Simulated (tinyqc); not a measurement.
Grain growth, pinning, strength and diffusional creep of a polycrystal or thin film: one step, computed by the program tinyqc. Command: `OMP_NUM_THREADS=1 python tinyqc.py 3031549 3031550 out.jsonl grain walk`. One thread of a shared host (Intel(R) Xeon(R) Processor @ 2.30GHz), about 0.01 s of CPU time with the checks.

One mean grain size d describes the structure.

Question. Mobility and the sizes at which growth stops. M = M0 exp(-Q_m/(k_B T)). The driving pressure is 2 gamma/d. Zener pinning pressure 3 f gamma/(2 r) stops growth at d_Z = 4 r/(3 f). Grooves where boundaries meet the surface have the angle theta = arcsin(gamma/(2 gamma_s)) and are taken to stop growth at d_h = h/(2 theta), a few film thicknesses; the limit is 1/d_lim = 1/d_Z + 1/d_h.

Inputs (values chosen for the exercise, modelled on aluminium):
```
quantity,value,unit
boundary energy gamma,0.36,J/m^2
mobility prefactor M0,5.2e-07,m^4/(J s)
activation energy of boundary motion Q_m,1.07,eV
anneal temperature T,441,K
particle volume fraction f,0.003,-
particle radius r,23,nm
film thickness h,1300,nm
surface energy gamma_s,0.79,J/m^2
```

Sample: thin film on a substrate.

Constants: k_B = 8.617333262e-05 eV/K.

Give: mobility M; Zener size d_Z; groove angle theta; groove limit d_h; limit d_lim.

Answer.

mobility M = 3.076e-19 m^4/(J s)

Zener size d_Z = 10222 nm

groove angle theta = 0.2299 rad

groove limit d_h = 2828 nm

limit d_lim = 2215 nm

The grooves set the tighter limit.
